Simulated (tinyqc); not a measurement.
Space-charge-limited current with shallow traps: one step of the calculation.

One carrier type, drift only, an injecting contact at x = 0 (zero field) and thickness L. The share th = y/(1 + y), y = (Nc/Nt) exp(-Et/kB T), of the injected charge is free: J = q mu n F, eps0 eps_r dF/dx = q (n - n0)/th.

Task. Limits and characteristic voltages. Ohmic J = q n0 mu V/L; Mott-Gurney J = (9/8) th eps0 eps_r mu V^2/L^3; they cross at Vx = 8 q n0 L^2/(9 th eps0 eps_r); traps fill at V_TFL = q Nt L^2/(2 eps0 eps_r).

Values chosen for this exercise: temperature T = 350 K; relative permittivity eps_r = 22.2; mobility mu = 0.078 cm^2/(V s); thickness L = 5100 nm; band density of states Nc = 7.8e19 cm^-3; trap density Nt = 2.8e15 cm^-3; trap depth Et = 0.23 eV; free carrier density in equilibrium n0 = 9.4e12 cm^-3; voltage V = 5.6 V.

Constants: q = 1.602176634e-19 C, kB = 1.380649e-23 J/K, Vt = kB T/q, eps0 = 8.8541878128e-14 F/cm where lengths are in cm. Results are converted to the units shown.

Wanted: th; ohmic J; Mott-Gurney J; Vx; V_TFL.

Result.

th = 0.93144
ohmic J = 0.0012899 A/cm^2
Mott-Gurney J = 0.037981 A/cm^2
Vx = 0.19018 V
V_TFL = 29.681 V

Range of the model: Diffusion and a field-dependent mobility are left out. With injecting contacts the diffusion current, about 4 pi^2 Vt th eps0 eps_r mu V/L^3, equals the Mott-Gurney current at V = 35 kB T/q (0.9 V at 300 K), so the drift-only result needs V well above that.

tinyqc, about 0.01 s, one thread, Intel Xeon 2.30GHz (shared host): `OMP_NUM_THREADS=1 python tinyqc.py 2370121 2370122 out.jsonl`
